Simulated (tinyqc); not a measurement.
# Worked calculation: on-chip power grid, static voltage drop by conjugate gradients

Numbers from tinyqc (`OMP_NUM_THREADS=1 python tinyqc.py 2770215 2770216 out.jsonl`; about 0.1 s on one thread of a shared Intel Xeon 2.30GHz). Printed values are rounded.

A grid of 4 rows and 3 columns, node k = 3 row + column. Neighbours in a row are joined by Rx, in a column by Ry; pad nodes, which reach the supply through Rp: 0, 11. Each node draws I0, node 7 draws kh I0. The drops u = Vdd - V solve G u = i, with G the conductance matrix (1/Rp added on the diagonal at pad nodes).

Parameters, values chosen for the exercise:
- Vdd = 1 V (supply voltage)
- Rx = 0.76 ohm (resistance of a horizontal segment)
- Ry = 1.2 ohm (resistance of a vertical segment)
- Rp = 0.13 ohm (resistance from a pad node to the supply)
- I0 = 6.5 mA (load current of an ordinary node)
- kh = 8 (factor on the load at the hot node)

## Diagonal of G, loads and first direction

G_kk = sum of the conductances at node k. Start u = 0, so the residual is r = i; p = r.

G_kk (S):
```
          col 0     col 1     col 2
row 0  9.841430  3.464912  2.149123
row 1  2.982456  4.298246  2.982456
row 2  2.982456  4.298246  2.982456
row 3  2.149123  3.464912  9.841430
```

r at the start (mA):
```
       col 0  col 1  col 2
row 0    6.5    6.5    6.5
row 1    6.5    6.5    6.5
row 2    6.5     52    6.5
row 3    6.5    6.5    6.5
```

p at the start (mA):
```
       col 0  col 1  col 2
row 0    6.5    6.5    6.5
row 1    6.5    6.5    6.5
row 2    6.5     52    6.5
row 3    6.5    6.5    6.5
```

## Iteration 1: conjugate-gradient step

u at the start (mV):
```
       col 0  col 1  col 2
row 0      0      0      0
row 1      0      0      0
row 2      0      0      0
row 3      0      0      0
```

q = G p; a = (r.r)/(p.q); u(new) = u + a p; r(new) = r - a q; b = (r.r)(new)/(r.r); p(new) = r(new) + b p.

q (mA S):
```
          col 0     col 1     col 2
row 0   50.0000    0.0000    0.0000
row 1    0.0000  -37.9167    0.0000
row 2  -59.8684  195.5702  -59.8684
row 3    0.0000  -37.9167   50.0000
```

a = 0.3318604 ohm

u after iteration 1 (mV):
```
         col 0     col 1    col 2
row 0  2.15709   2.15709  2.15709
row 1  2.15709   2.15709  2.15709
row 2  2.15709  17.25674  2.15709
row 3  2.15709   2.15709  2.15709
```

r after iteration 1 (mA):
```
           col 0      col 1      col 2
row 0  -10.09302    6.50000    6.50000
row 1    6.50000   19.08304    6.50000
row 2   26.36796  -12.90199   26.36796
row 3    6.50000   19.08304  -10.09302
```

b = 0.8521697

p after iteration 1 (mA):
```
          col 0     col 1     col 2
row 0  -4.55392  12.03910  12.03910
row 1  12.03910  24.62214  12.03910
row 2  31.90706  31.41083  31.90706
row 3  12.03910  24.62214  -4.55392
```

## Iteration 2: conjugate-gradient step

As before.

q (mA S):
```
          col 0    col 1      col 2
row 0  -70.6906  11.3471     0.0000
row 1  -19.2857  37.9419   -33.1133
row 2   33.7662  10.0086    47.5937
row 3  -33.1133  49.2889  -103.8038
```

a = 0.5444295 ohm

u after iteration 2 (mV):
```
          col 0     col 1     col 2
row 0  -0.32219   8.71153   8.71153
row 1   8.71153  15.56211   8.71153
row 2  19.52824  34.35772  19.52824
row 3   8.71153  15.56211  -0.32219
```

r after iteration 2 (mA):
```
          col 0      col 1     col 2
row 0  28.39301    0.32233   6.50000
row 1  16.99973   -1.57364  24.52784
row 2   7.98464  -18.35098   0.45654
row 3  24.52784   -7.75131  46.42084
```

b = 1.836421

p after iteration 2 (mA):
```
          col 0     col 1     col 2
row 0  20.03010  22.43120  28.60887
row 1  39.10859  43.64299  46.63670
row 2  66.57945  39.33254  59.05134
row 3  46.63670  37.46532  38.05793
```

## Iteration 3: conjugate-gradient step

As before.

q (mA S):
```
          col 0     col 1     col 2
row 0  135.0196  -22.6457   -6.8947
row 1  -12.9599   23.2957    8.6168
row 2   75.3625  -63.8330   53.7858
row 3   -4.5513  -14.4034  276.0386
```

a = 0.2702769 ohm

u after iteration 3 (mV):
```
          col 0     col 1     col 2
row 0   5.09148  14.77417  16.44385
row 1  19.28169  27.35780  21.31636
row 2  37.52313  44.98840  35.48845
row 3  21.31636  25.68812   9.96399
```

r after iteration 3 (mA):
```
           col 0     col 1      col 2
row 0   -8.09967   6.44293    8.36347
row 1   20.50250  -7.86994   22.19892
row 2  -12.38411  -1.09839  -14.08053
row 3   25.75796  -3.85841  -28.18602
```

b = 0.6004926

p after iteration 3 (mA):
```
          col 0     col 1     col 2
row 0   3.92825  19.91270  25.54288
row 1  43.98692  18.33735  50.20392
row 2  27.59636  22.52051  21.37936
row 3  53.76295  18.63924  -5.33251
```

## Course of the conjugate-gradient iteration

Stop when |r| is below 1e-9 mA.

Course of the iteration:
```
iteration  largest u (mV)  |r| (mA)
1                17.25674      52.0
2                34.35772      70.4
3                44.98840      54.6
4                52.20953      27.4
5                53.49798      12.3
6                53.40198      5.39
7                53.37309      3.47
8                53.34701      3.20
9                53.34675     0.717
10               53.33229     0.176
11               53.33424    0.0122
12               53.33426   < 1e-11
```

Converged in 12 iterations for 12 unknowns; in exact arithmetic the method needs at most 12. The condition number of the matrix is 36.1. Gauss-Seidel sweeps in node order need 134 to reach the same residual.

## Worst drop, pad currents and power lost

converged u (mV):
```
          col 0     col 1     col 2
row 0   7.48470  28.47697  36.58898
row 1  35.62858  41.01422  41.59741
row 2  47.46882  53.33426  39.72668
row 3  42.24783  34.00120   8.57030
```

Pad current u/Rp; worst drop as a share of Vdd; power lost in the grid and pads sum_k i_k u_k; power delivered sum_k i_k (Vdd - u_k).

worst drop = 53.33426 mV
share of Vdd = 5.333426 %
pad currents (mA): node 0 57.57463, node 11 65.92537
power lost = 5.131619 mW
power delivered = 118.3684 mW

The pad currents add up to the total load, 123.5 mA. The worst drop is at node 7; the hot node is 7.
